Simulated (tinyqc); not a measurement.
Inside a calculation: strained quantum well: band edges, subbands and transparency. Values are carried at full precision from step to step, so a last printed digit may differ when a step is redone from the rounded ones.

Growth on (001), barriers unstrained: tr(e) = e (2 - nu2), Z = b e (1 + nu2); Ec = Ev + Eg + ac tr(e), E_HH = Ev + av tr(e) + Z, E_LH = Ev + av tr(e) - Z (coupling to the split-off band left out).

Constants: hbar^2/2m0 = 3.80998211 eV angstrom^2; hc = 1239.841984 eV nm; kB = 8.617333262e-05 eV/K.

Parameters, chosen for this exercise (near those of a GaAsP/AlGaAs well; not measured data): e = 0.0058 (strain in the plane); nu2 = 0.919 (2 C12/C11); Eg = 1.62 eV (unstrained gap of the well); Ev = -0.875 eV (its valence edge); ac = -7.33 eV; av = 1.25 eV (Ev moves by av tr(e)); b = -1.94 eV (shear potential); Egb = 1.917 eV (gap of the barrier); Evb = -1 eV (its valence edge); L = 50 angstrom (well width); me = 0.0771 m0 (electron mass); g1 = 6.51 (gamma1); g2 = 1.81 (gamma2); meb = 0.1 m0; g1b = 5.7; g2b = 1.6; T = 300 K (temperature); Br = 1.9 x 1e-4 cm^2/s (two-dimensional radiative coefficient).

## Strained band edges and offsets

Give tr(e), Z, the edges Ec, E_HH, E_LH and the well depths against the barrier.

tr(e) = 0.00627
Z = -0.0216 eV

Ec, E_HH, E_LH (eV): 0.6990  -0.8888  -0.8456

depths for e, HH, LH (eV): 0.2180  0.1112  0.1544

The well is under tension, which puts LH on top, by 43 meV; the gap becomes 1.5446 eV, -75 meV from the unstrained one.

## Subband edges

Masses along z: me, 1/(g1 - 2 g2) for HH, 1/(g1 + 2 g2) for LH, likewise in the barrier; in the plane me, 1/(g1 + g2) for HH and 1/(g1 - g2) for LH (no mixing, which understates the hole masses away from k = 0). Level n solves k L + 2 atan[(k/m)/(kappa/mb)] = n pi, k = sqrt(m E/c), kappa = sqrt(mb (V - E)/c), c = hbar^2/2m0.

Up to three electron, four HH and two LH levels, on the common energy scale, with their masses in the plane.

Subbands:

| level | E (eV) | m in the plane |
|---|---|---|
| e1 | 0.7661 | 0.0771 |
| e2 | 0.9151 | 0.0771 |
| lh1 | -0.8978 | 0.2128 |
| hh1 | -0.9098 | 0.1202 |
| hh2 | -0.9673 | 0.1202 |
| lh2 | -1.0000 | 0.2128 |

lowest transition = 1.6639 eV
wavelength hc/E = 745.1 nm

The top hole level is lh1, so the edge is mainly TM polarised; hh1 lies 12 meV lower, within kT at room temperature, so both polarisations contribute.

## Transparency density

Transparency (Bernard-Duraffourg): Fc - Fv equals the lowest transition energy with n = p, n = sum m/(2 pi c) kB T ln(1 + exp((Fc - E)/kB T)) and p likewise over the listed subbands; c = hbar^2/2m0, 1/angstrom^2 = 1e16/cm^2.

Solve for u = (Fc - e1)/kB T; give n_tr, the share of holes in the top subband and the current e Br n_tr^2 (e = 1.602177e-19 C).

u = 0.959
n_tr = 1.076 x 1e12/cm^2
share = 0.693
current density = 35.2 A/cm^2

For mirror-image bands u = 0 and n_tr = me kB T ln2/(2 pi c) = 0.577 x 1e12/cm^2; the heavier or more numerous hole states raise it by a factor 1.86.

## Checks

- Transparency for equal single subbands against m kB T ln2/(2 pi c): both 0.3743.

Run: tinyqc, `OMP_NUM_THREADS=1 python tinyqc.py 1252508 1252509 out.jsonl`; Intel(R) Xeon(R) Processor @ 2.30GHz, one thread, shared host; about 0.01 s of CPU time with all checks.
